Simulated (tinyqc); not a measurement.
Input admittance of a MOSFET at zero drain bias: distributed channel and distributed gate: one step of the calculation.

Source and drain grounded, strong inversion, w = 2 pi f, Cox = eps0 eox/tox. The channel is an RC line of resistance 1/(mu Cox Vo) per square fed from both ends, so one finger has the intrinsic admittance y = i w Cox L tanh(g)/g per width, g = (1/2) sqrt(i w tau), tau = L^2/(mu Vo). The vertical resistance rv/L is in series with y, the overlaps 2 i w Cov in parallel: y_t = 1/(1/y + rv/L) + 2 i w Cov. The gate strip is a line of Rsh/L per length loaded by y_t, so a finger has Y = y_t Wf tanh(k)/k, k = (Wf/sd) sqrt(y_t Rsh/L); the device has Nf Y.

Question. Input impedance of the device. k and Y as defined; Z = 1/(Nf Y) = R + 1/(i w C); Q = |Im Z|/R; signal at the point farthest from a contact |1/cosh k|.

Values chosen for this exercise; values of the order met in silicon radio-frequency transistors: channel length L = 0.36 um; finger width Wf = 17 um; number of fingers Nf = 16; sheet resistance of the gate Rsh = 16 ohm/square; number of ends at which a finger is contacted sd = 2; frequency f = 2.2 GHz.

y_t = 0.218113+32.936693i uS/um

Give: k; Nf Y; R; C; Q; signal at the far point.

Answer.

k = 0.2307+0.2292i
Nf Y = 0.374+8.941i mS
R = 4.674 ohm
C = 648.0 fF
Q = 23.89
signal at the far point = 0.9987

Computed by the program tinyqc: `OMP_NUM_THREADS=1 python tinyqc.py 2262055 2262056 out.jsonl`, one thread of a shared Intel Xeon 2.30GHz, about 0.01 s for the whole run.
